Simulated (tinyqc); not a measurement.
Inside a calculation. Method: one-electron ion in a basis of Gaussians. Computed by tinyqc, a small Python program that keeps every step. Settings: Z = 3, l = 1. Command: `OMP_NUM_THREADS=1 python tinyqc.py 26455 26456 out.jsonl` (the two numbers bound the seeds that draw the settings). One thread of a shared host (Intel(R) Xeon(R) Processor @ 2.60GHz), about 0.01 s of CPU time with the checks.

## Matrices over normalised Gaussians

exponents of r^l exp(-a r^2) (1/bohr^2): 0.079360  0.345800  1.507000  6.566000  28.610000

Z = 3

l = 1

With p = a_i + a_j and I(k) = Gamma((k+1)/2) / (2 p^((k+1)/2)): S = I(2l+2), T = (2l+3) a_i a_j S / p, V = -Z I(2l+1), each divided by sqrt(S_ii S_jj).

S:
```
          1         2         3         4         5
1  1.000000  0.536077  0.125520  0.021999  0.003576
2  0.536077  1.000000  0.536014  0.125532  0.022000
3  0.125520  0.536014  1.000000  0.536112  0.125555
4  0.021999  0.125532  0.536112  1.000000  0.536083
5  0.003576  0.022000  0.125555  0.536083  1.000000
```

T (hartree):
```
          1         2         3          4          5
1  0.198400  0.173010  0.047315   0.008625   0.001415
2  0.173010  0.864500  0.753800   0.206186   0.037583
3  0.047315  0.753800  3.767500   3.285523   0.898719
4  0.008625  0.206186  3.285523  16.415000  14.314447
5  0.001415  0.037583  0.898719  14.314447  71.525000
```

V (hartree):
```
           1          2          3          4           5
1  -0.899085  -0.788839  -0.356780  -0.127983   -0.043228
2  -0.788839  -1.876776  -1.646553  -0.744792   -0.267158
3  -0.356780  -1.646553  -3.917930  -3.437619   -1.554983
4  -0.127983  -0.744792  -3.437619  -8.178064   -7.175308
5  -0.043228  -0.267158  -1.554983  -7.175308  -17.071001
```

## Generalised eigenproblem

H = T + V (hartree):
```
           1          2          3          4          5
1  -0.700685  -0.615829  -0.309465  -0.119358  -0.041813
2  -0.615829  -1.012276  -0.892753  -0.538606  -0.229575
3  -0.309465  -0.892753  -0.150430  -0.152097  -0.656263
4  -0.119358  -0.538606  -0.152097   8.236936   7.139139
5  -0.041813  -0.229575  -0.656263   7.139139  54.453999
```

Solve H C = S C e through S^(-1/2); each column has its largest component positive (the first on a tie).

eigenvalues of S: 0.204207  0.417761  0.833895  1.453131  2.091006

eigenvalues (hartree): -1.119966  -0.492614  0.997721  12.318046  72.170552

coefficients:
```
          1          2          3          4          5
1  0.132509   1.129780   0.431939  -0.108880   0.035779
2  0.768562  -0.541007  -1.079254   0.351888  -0.116152
3  0.246822  -0.175349   1.164881  -0.867269   0.311142
4  0.020224  -0.011873   0.009881   1.258807  -0.774989
5  0.002398  -0.001627   0.011098  -0.057384   1.220775
```

For Z = 3 and l = 1 the exact lowest level is -Z^2/(2 n^2) with n = l + 1: -1.125000 hartree.
